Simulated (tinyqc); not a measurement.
From results back to parameters: deformation-potential model of the Delta valleys of a conduction band. Four cases, with inputs chosen for the exercise.

Problem. A uniaxial tension X1 along [100] acts on valleys along x, y, z, with shifts dE = Xd tr(e) + Xu a.e.a and Boltzmann shares. The ratio of the share of the y valleys to that of the x valleys is given.

s11 = (C11 + C12)/((C11 - C12)(C11 + 2 C12)), s12 = -C12/((C11 - C12)(C11 + 2 C12)), s44 = 1/C44; exx = s11 sxx + s12 (syy + szz) and cyclic, exy = s44 sxy/2; tension is positive. A uniaxial stress X along the unit vector n is s_ij = X n_i n_j.

Constants: kB = 8.617333262e-05 eV/K.

Find: splitting dE_x - dE_y; Xu.

Method. The splitting is kT ln(n_y/n_x), and it equals Xu (exx - eyy) = Xu (s11 - s12) X1; Xd drops out.

Case 1.

Values chosen (near those of Si; shifted at random, so the results belong to these values and not to a real crystal):
- C11 = 165.5 GPa
- C12 = 64.1 GPa
- C44 = 80 GPa
- X1 = 0.7 GPa (size of the stress)
- T = 200 K (temperature)

n_y/n_x = 46.58500

Solution.

splitting dE_x - dE_y = 66.20 meV
Xu = 9.59 eV

Case 2.

Values chosen (near those of Si; shifted at random, so the results belong to these values and not to a real crystal):
- C11 = 156.8 GPa
- C12 = 60.1 GPa
- C44 = 76.9 GPa
- X1 = 0.3 GPa (size of the stress)
- T = 300 K (temperature)

n_y/n_x = 2.830480

Solution.

splitting dE_x - dE_y = 26.90 meV
Xu = 8.67 eV

Case 3.

Values chosen (near those of Si; shifted at random, so the results belong to these values and not to a real crystal):
- C11 = 163.7 GPa
- C12 = 62 GPa
- C44 = 80.8 GPa
- X1 = 1.3 GPa (size of the stress)
- T = 300 K (temperature)

n_y/n_x = 89.97716

Solution.

splitting dE_x - dE_y = 116.32 meV
Xu = 9.10 eV

Case 4.

Values chosen (near those of Si; shifted at random, so the results belong to these values and not to a real crystal):
- C11 = 165.5 GPa
- C12 = 64 GPa
- C44 = 80.1 GPa
- X1 = 0.7 GPa (size of the stress)
- T = 350 K (temperature)

n_y/n_x = 9.252245

Solution.

splitting dE_x - dE_y = 67.10 meV
Xu = 9.73 eV

Computed by tinyqc, one run a case: `OMP_NUM_THREADS=1 python tinyqc.py N N+1 out.jsonl` with N = 1080336, 1080343, 1080381, 1080384; one thread of a shared Intel(R) Xeon(R) Processor @ 2.30GHz, about 0.03 s a run at most.
